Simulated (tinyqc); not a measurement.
The integration grid: Kohn-Sham B3LYP on finer and finer grids in the sto-3g basis, for H4, spin multiplicity 1. Computed by the program tinyqc with PySCF. 

Geometry (angstrom):

| atom | x | y | z |
|---|---|---|---|
| H | 0.0000 | 0.0000 | 0.0000 |
| H | 0.0000 | 0.0000 | 1.0260 |
| H | 0.0000 | 0.0000 | 2.0130 |
| H | 0.0000 | 0.0000 | 3.0390 |

Self-consistent on each grid; the net force on the molecule should vanish.

Kohn-Sham energy on Becke grids (radial x angular points per atom):

| grid | points | residual of the electron count | E (hartree) | E - finest (mhartree) | largest net force without grid terms (hartree/bohr) |
|---|---|---|---|---|---|
| 10 x 14 | 542 | 3.55e-02 | -2.231639 | -8.238244 | 1.67e-16 |
| 15 x 26 | 1530 | 3.42e-03 | -2.226947 | -3.546236 | 1.94e-16 |
| 20 x 50 | 3958 | 5.09e-04 | -2.223547 | -0.146118 | 2.50e-16 |
| 30 x 86 | 10260 | 1.18e-04 | -2.223442 | -0.041860 | 1.11e-16 |
| 50 x 194 | 38698 | -1.70e-07 | -2.223400 | 0.000000 | 3.89e-16 |
| 75 x 302 | 90444 | 2.83e-09 | -2.223400 | 0.000000 | 8.33e-17 |
| 120 x 590 | 282568 | -1.18e-11 | -2.223400 | 0.000000 | 2.50e-16 |

The energy is within 0.1 mhartree of the finest grid first at 30 x 86. The error has one sign here, though quadrature is not variational. The net force vanishes by symmetry here, so only the electron count signals a poor grid.
